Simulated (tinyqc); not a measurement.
Trap density from two Hall measurements.

Question. p-type body, charge-sheet picture, full ionisation (an idealisation for deep acceptors), Boltzmann statistics for free electrons. e = Ec - EF at the surface. psi = Eg - Vt ln(Nv/Na) - e; N_dep = sqrt(2 eps0 eps_r Na (psi - Vt)/q); n_f = sqrt(N_dep^2 + 2 eps0 eps_r Vt Nc exp(-e/Vt)/q) - N_dep; Vg = Vfb + psi + q (N_dep + n_t + n_f)/Cox, Cox = eps0 eox/tox. Find e and n_t at both points and the mean trap density between them.

Parameters, values chosen for the exercise; band and dielectric values close to those of gallium nitride:
- T = 300 K (temperature)
- Eg = 3.41 eV (band gap)
- eps_r = 9.35 (relative permittivity)
- Nc = 2.32e18 cm^-3 (conduction-band density of states at T)
- Nv = 4.62e19 cm^-3 (valence-band density of states at T)
- eox = 3.9 (relative permittivity of the insulator)
- tox = 35 nm (insulator thickness)
- Na = 8.5e16 cm^-3 (acceptor density)
- Vfb = -2.66 V (flat-band voltage without trapped charge)

Constants: q = 1.602176634e-19 C, kB = 1.380649e-23 J/K, Vt = kB T/q, eps0 = 8.8541878128e-14 F/cm where lengths are in cm. Results are converted to the units shown.

Vg (V): 4.5532449  6.8118841
free sheet density from the Hall effect (cm^-2): 3.6170388e9  8.9688621e10

Answer. Each n_f fixes e; what the gate voltage holds beyond psi, N_dep and n_f is trapped; the difference quotient is the density, smeared over a few Vt.

e (eV): 0.102  0.0180
n_t (cm^-2): 8.46e11  2.08e12
mean trap density = 1.47e13 cm^-2 eV^-1

Numbers from tinyqc (`OMP_NUM_THREADS=1 python tinyqc.py 2222240 2222241 out.jsonl`; about 0.02 s on one thread of a shared Intel Xeon 2.30GHz).
